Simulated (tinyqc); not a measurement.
CCD on RHF in the 6-311g basis, for H2, spin multiplicity 1, step by step. One step of it, computed by the program tinyqc.

Problem. Orthogonalisation. S = U s U^T; canonical form X = U s^(-1/2), so that X^T S X = 1. Each column of U has its largest component positive (the first on a tie).

overlap S, lower triangle:
```
          1H 1s     1H 2s     1H 3s     2H 1s     2H 2s     2H 3s
1H 1s  1.000000
1H 2s  0.706377  1.000000
1H 3s  0.373664  0.788963  1.000000
2H 1s  0.132557  0.316532  0.278411  1.000000
2H 2s  0.316532  0.603286  0.619198  0.706377  1.000000
2H 3s  0.278411  0.619198  0.852701  0.373664  0.788963  1.000000
```

Give: eigenvalues of S; X.

Solution.

eigenvalues of S: 0.044  0.133  0.251  0.770  1.116  3.686

X:
```
            1       2       3       4       5      6
1H 1s   0.626  -0.954  -0.698   0.614   0.568  0.155
1H 2s  -1.974   1.468   0.901   0.107   0.335  0.236
1H 3s   2.664  -0.840   0.832  -0.510   0.114  0.236
2H 1s  -0.626  -0.954   0.698   0.614  -0.568  0.155
2H 2s   1.974   1.468  -0.901   0.107  -0.335  0.236
2H 3s  -2.664  -0.840  -0.832  -0.510  -0.114  0.236
```
